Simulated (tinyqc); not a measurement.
# CMOS latch-up, two-transistor model: effect of the current gain of the pnp

A parasitic pnp (emitter at Vdd, base shunted by Rw) and npn (emitter at ground, base shunted by Rs) feed each other: the npn collector current flows out of the pnp base node, the pnp collector current into the npn base node. Forward-active transistors with constant gains: Icn = Isn exp(Vn/Vt), Icp = Isp (exp(Vp/Vt) - 1). A current Ii is injected into the npn base node.

Node equations: Vp/Rw + Icp/bp = Icn and Vn/Rs + Icn/bn = Icp + Ii. Loop gain G = gn gp/[(1/Rw + gp/bp)(1/Rs + gn/bn)], gn = Icn/Vt, gp = (Icp + Isp)/Vt; the off state ends where G = 1, and Ii there is the trigger current. On state with both base-emitter voltages at Von: npn base current Ib = (Von/Rs + bp Von/Rw)/(bn bp - 1), holding current Ih = (bn + 1) Ib + Von/Rs, holding voltage Vh = Vsat + Von + R2 (Ib + Von/Rs).

Parameters, values chosen for the exercise; values close to those of bulk CMOS: temperature T = 250 K; current gain of the npn bn = 23.8; saturation current of the npn at T Isn = 4.4e-19 A; saturation current of the pnp at T Isp = 5.5e-20 A; substrate resistance shunting the npn Rs = 1200 ohm; well resistance shunting the pnp Rw = 620 ohm; resistance from the pnp collector to the npn base R2 = 450 ohm; base-emitter voltage in the on state Von = 0.82 V; saturation voltage Vsat = 0.08 V; supply voltage Vdd = 1.8 V.

Constants: q = 1.602176634e-19 C, kB = 1.380649e-23 J/K, Vt = kB T/q. Results are converted to the units shown.

Effect of the current gain of the pnp:
```
bp,Vn at trigger (V),trigger current (mA),Ih (mA),Vh (V)
0.054,0.7756,0.6877,66.31,2.398
0.12,0.7646,0.6812,11.93,1.412
0.25,0.7639,0.6804,5.763,1.300
0.55,0.7637,0.6801,3.577,1.260
1.2,0.7636,0.6800,2.726,1.245
2.6,0.7636,0.6799,2.362,1.238
5.6,0.7636,0.6799,2.200,1.235
12,0.7635,0.6799,2.126,1.234
```

What does the comparison show?

As bp goes from 0.054 to 12, the trigger current falls from 0.688 to 0.680 mA, Ih falls from 66.3 to 2.13 mA and Vh falls from 2.40 to 1.23 V. Vh exceeds the supply Vdd = 1.8 V, which then cannot sustain a latched state, in 1 of the 8 rows. For bp = 0.025 the product of the gains is about one or less, so there is no latched state. For bp = 0.054 the holding current passes 50 mA, where high injection lowers the gains.

tinyqc, about 0.08 s, one thread, Intel Xeon 2.30GHz (shared host): `OMP_NUM_THREADS=1 python tinyqc.py 2670120 2670121 out.jsonl`
